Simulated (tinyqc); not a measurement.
# Inputs raised by 5 %, one at a time

Model: adsorption as a lattice gas: isotherms with interactions, competition, desorption peaks and saturation dose. Computed by tinyqc, a small Python program. Command: `OMP_NUM_THREADS=1 python tinyqc.py 3001061 3001062 out.jsonl adsorb sens`. One thread of a shared host (Intel(R) Xeon(R) Processor @ 2.30GHz), about 0.01 s of CPU time with the checks.

One adsorbate per site; a molecule needs 2 empty sites. Gas and surface have the same temperature.

Inputs (values chosen for the exercise, for a model surface): desorption energy E = 2.19 eV; prefactor nu = 7.9e+14 1/s; pair energy w (positive repels) = 0.037 eV; neighbours z = 4; site density N_s = 8.7 1/nm^2; molecular mass M = 43.9 u; sticking coefficient s0 = 0.0014; temperature T = 805 K; pressure p = 8.7 Pa; blocking by a second gas, K_B p_B = 0.11; aspect ratio a (depth over diameter) of a hole = 60.

Adsorption: dissociative (second order).

Constants: u = 1.6605390666e-27 kg; k_B = 1.380649e-23 J/K; k_B = 8.617333262e-05 eV/K.

Method:
- Flux F = p/sqrt(2 pi M k_B T); k_d = nu exp(-E/(k_B T)); 2 s0 F (1 - theta)^2 = N_s k_d theta^2, so y = sqrt(2 s0 F/(N_s k_d)), theta = y/(1 + y). With a second gas on the same sites theta = y/(1 + y + K_B p_B).
- With u = w/(k_B T). Mean field: theta/(1 - theta) = y exp(-z u theta). Quasi-chemical: theta/(1 - theta) = y [(r - 1 + 2 theta)(1 - theta)/((r + 1 - 2 theta) theta)]^(-z/2) exp(-z u/2), r = sqrt(1 - 4 theta (1 - theta)(1 - exp(-u))).
- Without desorption or interaction, 99 % coverage needs the time 99 N_s/(2 s0 F). For a round hole of aspect ratio a in molecular flow with unit sticking (Gordon), the time is N_s/(2F) x [1 + (19/4) a + (3/2) a^2]. The larger of the two times is a rough guide.

Runs:
```
input moved                                       from       to  coverage, quasi-chemical  coverage, mean field  time for the hole (s)  time on a flat surface (s)
base run                                             -        -                    0.4076                0.4033                 0.2028                       2.523
desorption energy E (eV)                          2.19   2.2995                    0.5296                0.5311                 0.2028                       2.523
site density N_s (1/nm^2)                          8.7    9.135                    0.4039                0.3994                 0.2130                       2.649
molecular mass M (u)                              43.9   46.095                    0.4058                0.4013                 0.2079                       2.585
sticking coefficient s0                         0.0014  0.00147                    0.4114                0.4071                 0.2028                       2.403
temperature T (K)                                  805   845.25                    0.2982                0.2915                 0.2079                       2.585
pressure p (Pa)                                    8.7    9.135                    0.4114                0.4071                 0.1932                       2.403
aspect ratio a (depth over diameter) of a hole      60       63                    0.4076                0.4033                 0.2231                       2.523
```

Exponents ln(y'/y) / ln(x'/x):
```
input                                           coverage, quasi-chemical  coverage, mean field  time for the hole  time on a flat surface
desorption energy E                                                5.365                 5.644              0.000                     0.0
site density N_s                                                  -0.188                -0.198              1.000                     1.0
molecular mass M                                                  -0.094                -0.099              0.500                     0.5
sticking coefficient s0                                            0.187                 0.196              0.000                    -1.0
temperature T                                                     -6.409                -6.648              0.500                     0.5
pressure p                                                         0.187                 0.196             -1.000                    -1.0
aspect ratio a (depth over diameter) of a hole                     0.000                 0.000              1.951                     0.0
```

To which inputs is each result most sensitive?

Among the inputs moved here: coverage, quasi-chemical answers most in size to temperature T (exponent -6.409), next to desorption energy E (+5.365); its exponent is below 0.0005 for aspect ratio a (depth over diameter) of a hole. coverage, mean field answers most in size to temperature T (exponent -6.648), next to desorption energy E (+5.644); its exponent is below 0.0005 for aspect ratio a (depth over diameter) of a hole. Time for the hole answers most in size to aspect ratio a (depth over diameter) of a hole (exponent +1.951), next to site density N_s (+1.000); its exponent is below 0.0005 for desorption energy E, sticking coefficient s0. Its exponent +0.500 in molecular mass M: flux goes as M^(-1/2). Its exponent +1.951 in aspect ratio a (depth over diameter) of a hole: diffusion along the hole. Time on a flat surface answers most in size to site density N_s (exponent +1.000), and about equally to sticking coefficient s0 (-1.000), pressure p (-1.000); its exponent is below 0.0005 for desorption energy E, aspect ratio a (depth over diameter) of a hole.

Caution (all rows): with k_d = nu exp(-E/(k_B T)) of these inputs desorption is not negligible over the time on a flat surface, so without interaction 99 % coverage is not reached.
